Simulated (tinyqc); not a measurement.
Inside a calculation: polar nitride quantum well with polarisation fields. Values are carried at full precision from step to step, so a last printed digit may differ when a step is redone from the rounded ones.

Growth along [0001]. e_par = (a_sub - a)/a, Ppz = 2 e_par (e31 - e33 C13/C33), P = Psp + Ppz in each layer; strain relaxation and the strain shift of the gaps are left out, although thick layers with more than about 1 % mismatch would relax.

Constants: hbar^2/2m0 = 3.80998211 eV angstrom^2; hc = 1239.841984 eV nm.

Parameters, chosen for this exercise (near those of a GaN well in AlN; shifted at random, so the results belong to these values and not to a real crystal): a_w = 3.189 angstrom (lattice constant a, well); a_b = 3.112 angstrom (lattice constant a, barrier); a_sub = 3.112 angstrom (in-plane lattice constant of the stack); Psp_w = -0.0351 C/m^2 (spontaneous polarisation); Psp_b = -0.0879 C/m^2 (spontaneous polarisation); e31_w = -0.34 C/m^2; e31_b = -0.515 C/m^2; e33_w = 0.684 C/m^2; e33_b = 1.494 C/m^2; C_w = 0.268 (C13/C33); C_b = 0.288 (C13/C33); Lw = 29 angstrom (well width); Lb = 85 angstrom (barrier width); eps_w = 10.3 (dielectric constant); eps_b = 10.3 (dielectric constant); Eg = 3.44 eV (gap of the well); Vc = 1.85 eV (conduction offset); Vv = 0.87 eV (valence offset); me = 0.2 m0 (electron, well); meb = 0.32 m0 (electron, barrier); mh = 1.83 m0 (hole, everywhere).

## Strain and polarisation

Give strain and polarisation of well and barrier; the bound sheet charge is |P_w - P_b|/e with e = 1.602176634e-19 C.

Layers:
```
layer       e_par  Ppz (C/m^2)  P (C/m^2)
well     -0.02415      0.02527   -0.00983
barrier   0.00000      0.00000   -0.08790
```

sheet charge = 4.873 x 1e13/cm^2

Of P_w - P_b = +0.0781 C/m^2 the piezoelectric part gives +0.0253 and the spontaneous part +0.0528.

## Built-in fields

In a periodic stack without free charge the potential drop over a period vanishes: F_w = (P_b - P_w) Lb/(eps0 (eps_w Lb + eps_b Lw)), F_b = -F_w Lw/Lb, eps0 = 8.8541878e-12 F/m; 1 MV/cm = 1e8 V/m = 0.01 V/angstrom.

Give both fields and the drop |F_w| Lw across the well.

F_w = -6.383 MV/cm
F_b = 2.178 MV/cm
drop = 1.851 eV

## Levels with and without the field

Envelope functions on cells of 0.25 angstrom over barrier, well, barrier (widths Lb, Lw, Lb), psi = 0 beyond, psi'/m continuous (mean mass between points), c = hbar^2/2m0. With u(z) the integral of e F (F_w in the well, F_b = -F_w Lw/Lb in the barriers, 1 MV/cm = 0.01 V/angstrom), zero at the centre of the well, the electron sees u plus Vc in the barriers and the hole -u plus Vv. The transition is Eg + E_e + E_h; excitons are left out.

Ground states of electron and hole, their centres, the squared overlap, the transition and its wavelength hc/E.

Results:
```
case            E_e (eV)  E_h (eV)  <z>_e  <z>_h  overlap^2  E (eV)     nm
no field          0.1365    0.0199    0.0    0.0      0.983  3.5964  344.7
built-in field   -0.1813   -0.5539    8.1  -11.3    0.00606  2.7048  458.4
```

The field shifts the line by -892 meV, below the gap of the well material, pulls the carriers 19.4 angstrom apart and, with the rate proportional to overlap^2, lengthens the radiative lifetime by a factor 162.

## Estimate from two triangular wells

For a strong field: E = Eg - |e F_w| Lw + a0 (c (e F_w)^2)^(1/3) (me^(-1/3) + mh^(-1/3)), a0 = 2.338107, hard walls, c = hbar^2/2m0, 1 MV/cm = 0.01 V/angstrom.

electron term = 0.9973 eV
hole term = 0.4768 eV
E = 3.0631 eV

Both terms lie below the drop across the well, but the estimate also takes the near wall as infinitely high. Against the grid result 2.7048 eV the estimate errs by +358 meV: +253 from the electron and +105 from the hole, since hard walls stand in for offsets of 1.85 and 0.87 eV into which the carriers leak.

## Checks

- Electron level without field against the matching condition of the square well, eV: both 0.137.

Run: tinyqc, `OMP_NUM_THREADS=1 python tinyqc.py 1280624 1280625 out.jsonl`; Intel(R) Xeon(R) Processor @ 2.30GHz, one thread, shared host; about 0.05 s of CPU time with all checks.
